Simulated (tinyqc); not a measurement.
# Grain-boundary diffusion: Harrison regimes, Fisher and Le Claire analysis, Hart average, step by step

A worked calculation. Computed by tinyqc, a small Python program that keeps every step. Command: `OMP_NUM_THREADS=1 python tinyqc.py 3011845 3011846 out.jsonl gbdiff walk`. One thread of a shared host (Intel(R) Xeon(R) Processor @ 2.30GHz), about 0.01 s of CPU time with the checks. Intermediate numbers are printed to about 6 digits and carried at full precision; extremes and crossings named in words are read from the listed rows.

A boundary is a slab of width delta with diffusivity D_b, normal to a surface held at constant concentration; it leaks into grains of diffusivity D.

Inputs (values chosen for the exercise, for a model polycrystal):
```
quantity                          value   unit
melting point T_m                  2690      K
lattice prefactor D0            8.1e-05  m^2/s
lattice activation energy E        4.16     eV
boundary prefactor D0b          2.4e-05  m^2/s
boundary activation energy E_b      2.5     eV
boundary width delta               0.52     nm
segregation factor s                  1      -
grain size d                        9.2     um
temperature T                      1760      K
time t                             6800      s
```

Constants: k_B = 8.617333262e-05 eV/K.

## Diffusivities

D = D0 exp(-E/(k_B T)), D_b = D0b exp(-E_b/(k_B T)). Triple product P = s delta D_b.

D = 9.91476e-17 m^2/s

D_b = 1.66508e-12 m^2/s

triple product P = 8.65842e-22 m^3/s

At T/T_m = 0.65 the boundary is 17000 times faster than the lattice.

## Regime

l = sqrt(D t); P = s delta D_b; alpha = s delta/(2 l); beta = P/(2 D l). Regime A if l > 3 d, C if alpha > 1, B if alpha < 0.1, l < d/4 and beta > 10, otherwise a transition.

lattice diffusion length l = 0.821099 um

alpha = 3.16649e-04

beta = 5.31779

Regime: transition

The run lies between the ideal regimes.

## Effective diffusivity

Hart average for parallel slabs: f = delta/d, D_eff = (s f D_b + (1 - f) D)/(1 - f + s f); share of the boundaries = s f D_b/(s f D_b + (1 - f) D); depth sqrt(D_eff t).

boundary fraction f = 5.65217e-05

D_eff = 1.93255e-16 m^2/s

share of the boundaries = 0.486990

depth sqrt(D_eff t) = 1.14636 um

Caution: outside regime A (which needs sqrt(D t) above about 3 d) the Hart average and its depth are formal: they describe a profile only in regime A or at steady state.

## Penetration along an isolated boundary

Fisher: the mean concentration falls as exp(-y/y_F), y_F = sqrt(P) (pi t/(4 D))^(1/4), with the boundary equation P d2c/dy2 = 2 c sqrt(D/(pi t)). Le Claire (from the Whipple solution): ln c falls as -(y/y_L)^(6/5) with P = 1.322 sqrt(D/t) y_L^2.

Fisher depth y_F = 2.52086 um

Le Claire depth y_L = 2.32895 um

The tail reaches 2.84 lattice lengths l; y_L/l = sqrt(2 beta/1.322). Caution: the Fisher and Le Claire forms need regime B with beta above 10.

## Lattice against boundary over temperature

D_eff = (s f D_b + (1 - f) D)/(1 - f + s f), f = delta/d; share of the boundaries = s f D_b/(s f D_b + (1 - f) D).

Diffusivities (m^2/s):
```
T/T_m  T (K)            D          D_b        D_eff     share      regime
0.3      807  8.49101e-31  5.85485e-21  3.30927e-25  0.999997           C
0.4     1076  2.65363e-24  4.68478e-17  2.65057e-21  0.998999           C
0.5     1345  2.09300e-20  1.02942e-14  6.02777e-19  0.965279           B
0.6     1614  8.29320e-18  3.74855e-13  2.94802e-17  0.718702           B
0.7     1883  5.94843e-16  4.88715e-12  8.71040e-16  0.317127  transition
0.8     2152  1.46610e-14  3.35313e-11  1.65554e-14  0.114479  transition
0.9     2421  1.77273e-13  1.49961e-10  1.85739e-13  0.045634           A
1.0     2690  1.30205e-12  4.97053e-10  1.33007e-12  0.021122           A
```

The apparent activation energy of D_eff is 2.50 eV between the first rows and 4.11 eV between the last, against E_b = 2.5 and E = 4.16 eV. Among these rows boundaries carry most of the flux up to T/T_m = 0.6, the lattice above. Caution: outside regime A, D_eff and the share of the boundaries hold only at steady state.
